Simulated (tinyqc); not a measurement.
Worked calculation: CCSD on RHF in the sto-3g basis, frozen core, for BeH2, spin multiplicity 1. Computed by tinyqc, a small Python program that keeps every step (integrals from PySCF). Settings: charge = 0, multiplicity = 1, basis = sto-3g, method = RHF, frozen orbitals = 1, energy threshold = 1e-10, iteration cap = 70, orthogonalisation = canonical, start = Wolfsberg-Helmholz matrix, DIIS depth = 6, amplitude equations = CCSD, DIIS depth for amplitudes = 6, cap on updates = 55. Command: `OMP_NUM_THREADS=1 python tinyqc.py 21982 21983 out.jsonl` (the two numbers bound the seeds that draw the settings). One thread of a shared host (Intel(R) Xeon(R) Processor @ 2.60GHz), about 0.3 s of CPU time with the checks. The early iterations of the SCF are left out here.

## One-electron integrals

Geometry (angstrom):
```
atom       x        y       z
Be    0.0000   0.0000  0.0000
H     0.0000   1.5070  0.1100
H     0.0000  -1.5070  0.1100
```

Basis sto-3g: exponents (1/bohr^2) and contraction coefficients of normalised primitives:
```
element  l (shell)  exponent  coefficient
Be           s (1)   30.1679       0.1543
Be           s (1)    5.4951       0.5353
Be           s (1)    1.4872       0.4446
Be           s (2)    1.3148      -0.1000
Be           s (2)    0.3055       0.3995
Be           s (2)    0.0994       0.7001
Be           p (3)    1.3148       0.1559
Be           p (3)    0.3055       0.6077
Be           p (3)    0.0994       0.3920
H            s (1)    3.4253       0.1543
H            s (1)    0.6239       0.5353
H            s (1)    0.1689       0.4446
```

Overlap, kinetic and nuclear-attraction integrals over the contracted functions; the nuclear repulsion is the sum of Za Zb / Rab.

nuclear repulsion = 2.977288 hartree

overlap S:
```
         1Be 1s  1Be 2s  1Be 2px  1Be 2py  1Be 2pz   2H 1s    3H 1s
1Be 1s   1.0000  0.2595   0.0000   0.0000   0.0000  0.0477   0.0477
1Be 2s   0.2595  1.0000   0.0000   0.0000   0.0000  0.3928   0.3928
1Be 2px  0.0000  0.0000   1.0000   0.0000   0.0000  0.0000   0.0000
1Be 2py  0.0000  0.0000   0.0000   1.0000   0.0000  0.4722  -0.4722
1Be 2pz  0.0000  0.0000   0.0000   0.0000   1.0000  0.0345   0.0345
2H 1s    0.0477  0.3928   0.0000   0.4722   0.0345  1.0000   0.0177
3H 1s    0.0477  0.3928   0.0000  -0.4722   0.0345  0.0177   1.0000
```

kinetic energy T (hartree):
```
          1Be 1s   1Be 2s  1Be 2px  1Be 2py  1Be 2pz    2H 1s    3H 1s
1Be 1s    6.6940  -0.0330   0.0000   0.0000   0.0000  -0.0130  -0.0130
1Be 2s   -0.0330   0.2111   0.0000   0.0000   0.0000   0.0454   0.0454
1Be 2px   0.0000   0.0000   0.6606   0.0000   0.0000   0.0000   0.0000
1Be 2py   0.0000   0.0000   0.0000   0.6606   0.0000   0.1403  -0.1403
1Be 2pz   0.0000   0.0000   0.0000   0.0000   0.6606   0.0102   0.0102
2H 1s    -0.0130   0.0454   0.0000   0.1403   0.0102   0.7600  -0.0065
3H 1s    -0.0130   0.0454   0.0000  -0.1403   0.0102  -0.0065   0.7600
```

nuclear attraction V (hartree):
```
           1Be 1s   1Be 2s  1Be 2px  1Be 2py  1Be 2pz    2H 1s    3H 1s
1Be 1s   -15.2615  -2.0810   0.0000   0.0000  -0.0021  -0.3809  -0.3809
1Be 2s    -2.0810  -2.9857   0.0000   0.0000  -0.0187  -1.0912  -1.0912
1Be 2px    0.0000   0.0000  -2.9023   0.0000   0.0000   0.0000   0.0000
1Be 2py    0.0000   0.0000   0.0000  -3.0961   0.0000  -1.2790   1.2790
1Be 2pz   -0.0021  -0.0187   0.0000   0.0000  -2.9033  -0.0950  -0.0950
2H 1s     -0.3809  -1.0912   0.0000  -1.2790  -0.0950  -2.7976  -0.0585
3H 1s     -0.3809  -1.0912   0.0000   1.2790  -0.0950  -0.0585  -2.7976
```

core Hamiltonian H = T + V (hartree):
```
          1Be 1s   1Be 2s  1Be 2px  1Be 2py  1Be 2pz    2H 1s    3H 1s
1Be 1s   -8.5675  -2.1140   0.0000   0.0000  -0.0021  -0.3939  -0.3939
1Be 2s   -2.1140  -2.7746   0.0000   0.0000  -0.0187  -1.0458  -1.0458
1Be 2px   0.0000   0.0000  -2.2417   0.0000   0.0000   0.0000   0.0000
1Be 2py   0.0000   0.0000   0.0000  -2.4355   0.0000  -1.1387   1.1387
1Be 2pz  -0.0021  -0.0187   0.0000   0.0000  -2.2427  -0.0848  -0.0848
2H 1s    -0.3939  -1.0458   0.0000  -1.1387  -0.0848  -2.0376  -0.0650
3H 1s    -0.3939  -1.0458   0.0000   1.1387  -0.0848  -0.0650  -2.0376
```

## Two-electron integrals

Functions are numbered as in S; the eight-fold symmetry (ij|kl) = (ji|kl) = (kl|ij) leaves the list below.

Two-electron integrals (ij|kl) in chemists' order, unique and non-zero (hartree):
```
(11|11) 2.2988      (21|11) 0.3920      (21|21) 0.0795      (22|11) 0.5710
(22|21) 0.1430      (22|22) 0.4177      (31|31) 0.0146      (32|31) 0.0219
(32|32) 0.0923      (33|11) 0.5696      (33|21) 0.1431      (33|22) 0.4176
(33|33) 0.4499      (41|41) 0.0146      (42|41) 0.0219      (42|42) 0.0923
(43|43) 0.0242      (44|11) 0.5696      (44|21) 0.1431      (44|22) 0.4176
(44|33) 0.4014      (44|44) 0.4499      (51|51) 0.0146      (52|51) 0.0219
(52|52) 0.0923      (53|53) 0.0242      (54|54) 0.0242      (55|11) 0.5696
(55|21) 0.1431      (55|22) 0.4176      (55|33) 0.4014      (55|44) 0.4014
(55|55) 0.4499      (61|11) 0.0712      (61|21) 0.0144      (61|22) 0.0262
(61|33) 0.0260      (61|41) 0.0013      (61|42) 0.0024      (61|44) 0.0266
(61|51) 9.27e-05    (61|52) 1.75e-04    (61|54) 4.08e-05    (61|55) 0.0260
(61|61) 0.0027      (62|11) 0.1807      (62|21) 0.0460      (62|22) 0.1473
(62|33) 0.1416      (62|41) 0.0060      (62|42) 0.0375      (62|44) 0.1584
(62|51) 4.37e-04    (62|52) 0.0027      (62|54) 0.0012      (62|55) 0.1417
(62|61) 0.0092      (62|62) 0.0788      (63|31) 0.0041      (63|32) 0.0195
(63|43) 0.0064      (63|53) 4.67e-04    (63|63) 0.0070      (64|11) 0.1963
(64|21) 0.0505      (64|22) 0.1697      (64|33) 0.1597      (64|41) 0.0097
(64|42) 0.0581      (64|44) 0.1896      (64|51) 4.06e-04    (64|52) 0.0028
(64|54) 0.0017      (64|55) 0.1598      (64|61) 0.0106      (64|62) 0.1031
(64|64) 0.1389      (65|11) 0.0143      (65|21) 0.0037      (65|22) 0.0124
(65|33) 0.0117      (65|41) 4.06e-04    (65|42) 0.0028      (65|44) 0.0129
(65|51) 0.0041      (65|52) 0.0197      (65|54) 0.0065      (65|55) 0.0126
(65|61) 0.0008      (65|62) 0.0075      (65|64) 0.0096      (65|65) 0.0077
(66|11) 0.3486      (66|21) 0.0903      (66|22) 0.3247      (66|33) 0.3013
(66|41) 0.0135      (66|42) 0.1098      (66|44) 0.3708      (66|51) 0.0010
(66|52) 0.0080      (66|54) 0.0051      (66|55) 0.3017      (66|61) 0.0185
(66|62) 0.2228      (66|64) 0.3088      (66|65) 0.0225      (66|66) 0.7746
(71|11) 0.0712      (71|21) 0.0144      (71|22) 0.0262      (71|33) 0.0260
(71|41) -0.0013     (71|42) -0.0024     (71|44) 0.0266      (71|51) 9.27e-05
(71|52) 1.75e-04    (71|54) -4.08e-05   (71|55) 0.0260      (71|61) 0.0025
(71|62) 0.0078      (71|64) 0.0083      (71|65) 0.0007      (71|66) 0.0152
(71|71) 0.0027      (72|11) 0.1807      (72|21) 0.0460      (72|22) 0.1473
(72|33) 0.1416      (72|41) -0.0060     (72|42) -0.0375     (72|44) 0.1584
(72|51) 4.37e-04    (72|52) 0.0027      (72|54) -0.0012     (72|55) 0.1417
(72|61) 0.0078      (72|62) 0.0400      (72|64) 0.0423      (72|65) 0.0038
(72|66) 0.0831      (72|71) 0.0092      (72|72) 0.0788      (73|31) 0.0041
(73|32) 0.0195      (73|43) -0.0064     (73|53) 4.67e-04    (73|63) 0.0028
(73|73) 0.0070      (74|11) -0.1963     (74|21) -0.0505     (74|22) -0.1697
(74|33) -0.1597     (74|41) 0.0097      (74|42) 0.0581      (74|44) -0.1896
(74|51) -4.06e-04   (74|52) -0.0028     (74|54) 0.0017      (74|55) -0.1598
(74|61) -0.0083     (74|62) -0.0423     (74|64) -0.0435     (74|65) -0.0039
(74|66) -0.0874     (74|71) -0.0106     (74|72) -0.1031     (74|74) 0.1389
(75|11) 0.0143      (75|21) 0.0037      (75|22) 0.0124      (75|33) 0.0117
(75|41) -4.06e-04   (75|42) -0.0028     (75|44) 0.0129      (75|51) 0.0041
(75|52) 0.0197      (75|54) -0.0065     (75|55) 0.0126      (75|61) 0.0007
(75|62) 0.0038      (75|64) 0.0039      (75|65) 0.0031      (75|66) 0.0080
(75|71) 0.0008      (75|72) 0.0075      (75|74) -0.0096     (75|75) 0.0077
(76|11) 0.0110      (76|21) 0.0027      (76|22) 0.0077      (76|33) 0.0076
(76|44) 0.0079      (76|51) 5.32e-05    (76|52) 2.62e-04    (76|55) 0.0076
(76|61) 4.99e-04    (76|62) 0.0028      (76|64) 0.0033      (76|65) 2.93e-04
(76|66) 0.0063      (76|71) 4.99e-04    (76|72) 0.0028      (76|74) -0.0033
(76|75) 2.93e-04    (76|76) 1.45e-04    (77|11) 0.3486      (77|21) 0.0903
(77|22) 0.3247      (77|33) 0.3013      (77|41) -0.0135     (77|42) -0.1098
(77|44) 0.3708      (77|51) 0.0010      (77|52) 0.0080      (77|54) -0.0051
(77|55) 0.3017      (77|61) 0.0152      (77|62) 0.0831      (77|64) 0.0874
(77|65) 0.0080      (77|66) 0.1756      (77|71) 0.0185      (77|72) 0.2228
(77|74) -0.3088     (77|75) 0.0225      (77|76) 0.0063      (77|77) 0.7746
```

## Orthogonalisation

S = U s U^T; canonical form X = U s^(-1/2), so that X^T S X = 1. Each column of U has its largest component positive (the first on a tie).

eigenvalues of S: 0.3233  0.4163  0.9442  1.0000  1.0076  1.6497  1.6589

X:
```
               1        2        3       4        5       6        7
1Be 1s    0.0000  -0.3824   0.8766  0.0000  -0.3115  0.2650   0.0000
1Be 2s    0.0000   1.1195  -0.0841  0.0000  -0.0468  0.5334   0.0000
1Be 2px   0.0000   0.0000   0.0000  1.0000   0.0000  0.0000   0.0000
1Be 2py   1.2353   0.0000   0.0000  0.0000   0.0000  0.0000   0.5526
1Be 2pz   0.0000   0.0833   0.3504  0.0000   0.9339  0.0375   0.0000
2H 1s    -0.8851  -0.7056  -0.2836  0.0000   0.1025  0.3536   0.3856
3H 1s     0.8851  -0.7056  -0.2836  0.0000   0.1025  0.3536  -0.3856
```

## Iteration 7 (converged): orbitals

converged F (hartree):
```
          1Be 1s   1Be 2s  1Be 2px  1Be 2py  1Be 2pz    2H 1s    3H 1s
1Be 1s   -4.5265  -1.2892   0.0000   0.0000   0.0017  -0.2448  -0.2448
1Be 2s   -1.2892  -0.6023   0.0000   0.0000  -0.0134  -0.3558  -0.3558
1Be 2px   0.0000   0.0000   0.2139   0.0000   0.0000   0.0000   0.0000
1Be 2py   0.0000   0.0000   0.0000  -0.1661   0.0000  -0.3099   0.3099
1Be 2pz   0.0017  -0.0134   0.0000   0.0000   0.2126  -0.0177  -0.0177
2H 1s    -0.2448  -0.3558   0.0000  -0.3099  -0.0177  -0.2495  -0.0214
3H 1s    -0.2448  -0.3558   0.0000   0.3099  -0.0177  -0.0214  -0.2495
```

Diagonalise F' = X^T F X, C = X C', fill 3 alpha and 3 beta electrons from the bottom; D = 2 C_occ C_occ^T. Each column has its largest component positive (the first on a tie).

F' = X^T F X (hartree):
```
        1        2        3       4        5        6        7
1  0.7445   0.0000   0.0000  0.0000   0.0000   0.0000   0.0503
2  0.0000   0.2801   0.6030  0.0000  -0.2105   0.2580   0.0000
3  0.0000   0.6030  -3.0911  0.0000   1.2581  -1.5337   0.0000
4  0.0000   0.0000   0.0000  0.2139   0.0000   0.0000   0.0000
5  0.0000  -0.2105   1.2581  0.0000  -0.2669   0.6022   0.0000
6  0.0000   0.2580  -1.5337  0.0000   0.6022  -1.2828   0.0000
7  0.0503   0.0000   0.0000  0.0000   0.0000   0.0000  -0.3827
```

orbital energies (hartree): MO1 -4.5299, MO2 -0.4268, MO3 -0.3849, MO4 0.2109, MO5 0.2139, MO6 0.3851, MO7 0.7467

coefficients C:
```
             MO1      MO2      MO3      MO4     MO5      MO6      MO7
1Be 1s    0.9918  -0.2142   0.0000   0.0393  0.0000  -0.2252   0.0000
1Be 2s    0.0314   0.5959   0.0000  -0.1677  0.0000   1.0784   0.0000
1Be 2px   0.0000   0.0000   0.0000   0.0000  1.0000   0.0000   0.0000
1Be 2py   0.0000   0.0000   0.4972   0.0000  0.0000   0.0000   1.2586
1Be 2pz   0.0000   0.0166   0.0000   0.9850  0.0000   0.1812   0.0000
2H 1s    -0.0037   0.3922   0.4246   0.0803  0.0000  -0.7440  -0.8671
3H 1s    -0.0037   0.3922  -0.4246   0.0803  0.0000  -0.7440   0.8671
```

D after iteration 7:
```
          1Be 1s   1Be 2s  1Be 2px  1Be 2py  1Be 2pz    2H 1s    3H 1s
1Be 1s    2.0592  -0.1930   0.0000   0.0000  -0.0072  -0.1754  -0.1754
1Be 2s   -0.1930   0.7121   0.0000   0.0000   0.0198   0.4671   0.4671
1Be 2px   0.0000   0.0000   0.0000   0.0000   0.0000   0.0000   0.0000
1Be 2py   0.0000   0.0000   0.0000   0.4943   0.0000   0.4222  -0.4222
1Be 2pz  -0.0072   0.0198   0.0000   0.0000   0.0006   0.0130   0.0130
2H 1s    -0.1754   0.4671   0.0000   0.4222   0.0130   0.6681  -0.0530
3H 1s    -0.1754   0.4671   0.0000  -0.4222   0.0130  -0.0530   0.6681
```

## Convergence

Stop when the energy changes by less than 1e-10 hartree and every element of the error matrix X^T (F D S - S D F) X is below 3e-06.

Course of the cycle:
```
iteration  E (hartree)     change  largest element of the error matrix
1           -15.500896          -                             2.09e-01
2           -15.528126  -2.72e-02                             2.59e-02
3           -15.528795  -6.69e-04                             3.24e-03
4           -15.528822  -2.70e-05                             3.04e-04
5           -15.528822  -2.09e-07                             5.52e-05
6           -15.528822  -6.66e-09                             2.60e-07
7           -15.528822  -3.91e-14                             5.84e-09
```

PySCF RHF in the same basis = -15.528822 hartree

Converged in 7 iterations.

## Integrals over molecular orbitals

(pq|rs) = sum C_ip C_jq C_kr C_ls (ij|kl), one index at a time.

one-electron integrals over orbitals h = C^T H C (hartree):
```
         1        2        3        4        5        6        7
1  -8.5562   0.2112   0.0000  -0.0400   0.0000   0.1994   0.0000
2   0.2112  -2.3337   0.0000   0.0174   0.0000  -0.2295   0.0000
3   0.0000   0.0000  -2.2747   0.0000   0.0000   0.0000  -0.3068
4  -0.0400   0.0174   0.0000  -2.2360   0.0000  -0.0428   0.0000
5   0.0000   0.0000   0.0000   0.0000  -2.2417   0.0000   0.0000
6   0.1994  -0.2295   0.0000  -0.0428   0.0000  -1.9047   0.0000
7   0.0000   0.0000  -0.3068   0.0000   0.0000   0.0000  -1.8534
```

Two-electron integrals over orbitals (pq|rs), unique and non-zero (hartree); the lowest 1 orbital is frozen and left out:
```
(22|22) 0.3798    (32|32) 0.1600    (33|22) 0.3918    (33|33) 0.4150
(42|22) 0.0069    (42|33) 0.0082    (42|42) 0.0480    (43|32) 0.0112
(43|43) 0.0142    (44|22) 0.3558    (44|33) 0.3398    (44|42) -0.0223
(44|44) 0.4516    (52|52) 0.0477    (53|53) 0.0129    (54|52) -0.0074
(54|54) 0.0251    (55|22) 0.3569    (55|33) 0.3399    (55|42) -0.0081
(55|44) 0.4005    (55|55) 0.4499    (62|22) -0.0159   (62|33) -0.0414
(62|42) -0.0036   (62|44) 0.0602    (62|55) 0.0638    (62|62) 0.0815
(63|32) -0.0917   (63|43) -0.0094   (63|63) 0.0849    (64|22) 0.0018
(64|33) -0.0034   (64|42) 0.0421    (64|44) -0.0024   (64|55) 0.0063
(64|62) 0.0181    (64|64) 0.0464    (65|52) 0.0462    (65|54) -0.0047
(65|65) 0.0489    (66|22) 0.3821    (66|33) 0.3922    (66|42) 0.0200
(66|44) 0.3526    (66|55) 0.3569    (66|62) -0.0249   (66|64) 0.0122
(66|66) 0.4027    (72|32) -0.0403   (72|43) -0.0094   (72|63) 0.0616
(72|72) 0.0571    (73|22) -0.0008   (73|33) -0.0183   (73|42) -0.0130
(73|44) 0.0673    (73|55) 0.0679    (73|62) 0.0764    (73|64) 0.0087
(73|66) -0.0212   (73|73) 0.0862    (74|32) -0.0216   (74|43) 0.0118
(74|63) 0.0135    (74|72) 0.0040    (74|74) 0.0200    (75|53) 0.0134
(75|75) 0.0169    (76|32) 0.1386    (76|43) 0.0124    (76|63) -0.0905
(76|72) -0.0490   (76|74) -0.0185   (76|76) 0.1344    (77|22) 0.4059
(77|33) 0.4227    (77|42) 0.0017    (77|44) 0.3812    (77|55) 0.3804
(77|62) -0.0224   (77|64) -0.0045   (77|66) 0.4151    (77|73) 0.0008
(77|77) 0.4611
```

## CCSD: starting amplitudes

t_ij^ab = <ij||ab> / (e_i + e_j - e_a - e_b), whose energy is MP2.

Starting amplitudes (spin orbitals 1a, 1b, ...; amplitudes related by a flip of all spins are not repeated):
```
from      to        t
3a 3b  6a 6b  -0.0551
2a 2b  6a 6b  -0.0502
2a 3b  6a 7b  -0.0393
3a 3b  7a 7b  -0.0381
2a 2b  4a 4b  -0.0376
2a 2b  5a 5b  -0.0373
2a 3b  6b 7a   0.0317
2a 2b  7a 7b  -0.0243
3a 3b  4a 4b  -0.0119
3a 3b  5a 5b  -0.0108
2a 3a  6a 7a  -0.0076
2a 3b  4a 7b   0.0074
3a 3b  4a 6b   0.0069
2a 3b  4b 7a  -0.0053
2a 2b  4a 6b   0.0025
2a 3a  4a 7a   0.0021
```

correlation energy = -0.027921 hartree

## CCSD: amplitude update 1

t_i^a D_i^a and t_ij^ab D_ij^ab are set to the remaining terms of the spin-orbital equations, evaluated with the old amplitudes; for the doubles these are <ij||ab> + 1/2 <ab||ef> t_ij^ef + 1/2 <mn||ij> t_mn^ab + P(ij)P(ab) <mb||ej> t_im^ae + terms in t^2 + terms with t1, D the orbital-energy denominators.

Amplitudes after update 1 (spin orbitals 1a, 1b, ...; amplitudes related by a flip of all spins are not repeated):
```
from      to        t
3a 3b  6a 6b  -0.0770
2a 2b  6a 6b  -0.0658
2a 3b  6a 7b  -0.0547
3a 3b  7a 7b  -0.0491
2a 2b  4a 4b  -0.0475
2a 2b  5a 5b  -0.0470
2a 3b  6b 7a   0.0461
2a 2b  7a 7b  -0.0324
3a 3b  4a 6b   0.0111
2a 3b  4a 7b   0.0101
3a 3b  4a 4b  -0.0088
2a 3a  6a 7a  -0.0086
2a 3b  4b 7a  -0.0077
3a 3b  5a 5b  -0.0070
2a        6a   0.0055
2a 2b  4a 6b   0.0036
2a 3a  4a 7a   0.0024
2a        4a  -0.0024
3a        7a  -0.0010
```

correlation energy = -0.037678 hartree

## CCSD: amplitude update 2

As before.

Amplitudes after update 2 (spin orbitals 1a, 1b, ...; amplitudes related by a flip of all spins are not repeated):
```
from      to        t
3a 3b  6a 6b  -0.0874
2a 2b  6a 6b  -0.0711
2a 3b  6a 7b  -0.0601
3a 3b  7a 7b  -0.0528
2a 3b  6b 7a   0.0513
2a 2b  4a 4b  -0.0510
2a 2b  5a 5b  -0.0504
2a 2b  7a 7b  -0.0355
3a 3b  4a 6b   0.0137
2a 3b  4a 7b   0.0111
2a 3a  6a 7a  -0.0087
2a 3b  4b 7a  -0.0086
2a        6a   0.0083
3a 3b  4a 4b  -0.0056
2a 2b  4a 6b   0.0041
2a        4a  -0.0040
3a 3b  5a 5b  -0.0033
2a 3a  4a 7a   0.0025
3a        7a  -0.0019
```

correlation energy = -0.041287 hartree

## CCSD: amplitude update 3

t_i^a D_i^a and t_ij^ab D_ij^ab are set to the remaining terms of the spin-orbital equations, evaluated with the old amplitudes; for the doubles these are <ij||ab> + 1/2 <ab||ef> t_ij^ef + 1/2 <mn||ij> t_mn^ab + P(ij)P(ab) <mb||ej> t_im^ae + terms in t^2 + terms with t1, D the orbital-energy denominators. DIIS then mixes the stored amplitudes.

DIIS coefficients: -0.7004  1.7004

Amplitudes after update 3 (spin orbitals 1a, 1b, ...; amplitudes related by a flip of all spins are not repeated):
```
from      to         t
3a 3b  6a 6b   -0.0958
2a 2b  6a 6b   -0.0737
2a 3b  6a 7b   -0.0635
3a 3b  7a 7b   -0.0547
2a 3b  6b 7a    0.0546
2a 2b  4a 4b   -0.0537
2a 2b  5a 5b   -0.0530
2a 2b  7a 7b   -0.0374
3a 3b  4a 6b    0.0160
2a 3b  4a 7b    0.0119
2a        6a    0.0108
2a 3b  4b 7a   -0.0093
2a 3a  6a 7a   -0.0089
2a        4a   -0.0057
2a 2b  4a 6b    0.0043
3a        7a   -0.0031
2a 3a  4a 7a    0.0026
3a 3b  4a 4b   -0.0023
3a 3b  5a 5b  4.15e-04
```

correlation energy = -0.043640 hartree

## CCSD: convergence

E_corr = 1/4 sum <ij||ab> t_ij^ab + 1/2 sum <ij||ab> t_i^a t_j^b; stop when the norm of the change is below 1e-8.

Course of the amplitude iterations:
```
update  correlation energy (hartree)  norm of the change
0                          -0.027921                   -
1                          -0.037678            9.17e-02
2                          -0.041287            3.70e-02
3                          -0.043640            1.60e-02
4                          -0.043623            2.72e-03
5                          -0.043638            6.53e-04
6                          -0.043635            6.25e-05
7                          -0.043635            1.98e-05
8                          -0.043635            3.86e-06
9                          -0.043635            9.20e-07
10                         -0.043635            3.09e-07
11                         -0.043635            7.47e-08
12                         -0.043635            1.24e-08
13                         -0.043635            3.27e-09
```

Converged amplitudes (spin orbitals 1a, 1b, ...; amplitudes related by a flip of all spins are not repeated):
```
from      to        t
3a 3b  6a 6b  -0.0974
2a 2b  6a 6b  -0.0723
2a 3b  6a 7b  -0.0635
2a 2b  4a 4b  -0.0545
2a 3b  6b 7a   0.0542
3a 3b  7a 7b  -0.0540
2a 2b  5a 5b  -0.0539
2a 2b  7a 7b  -0.0373
3a 3b  4a 6b   0.0167
2a 3b  4a 7b   0.0120
2a        6a   0.0117
2a 3b  4b 7a  -0.0094
2a 3a  6a 7a  -0.0093
2a        4a  -0.0064
2a 2b  4a 6b   0.0042
3a        7a  -0.0037
2a 3a  4a 7a   0.0026
3a 3b  4a 4b  -0.0015
3a 3b  5a 5b   0.0014
```

CCSD total energy = -15.572458 hartree

T1 diagnostic, norm of the one-spin t1 over sqrt(correlated electrons) = 0.0069

Converged in 13 updates, with DIIS from the third.
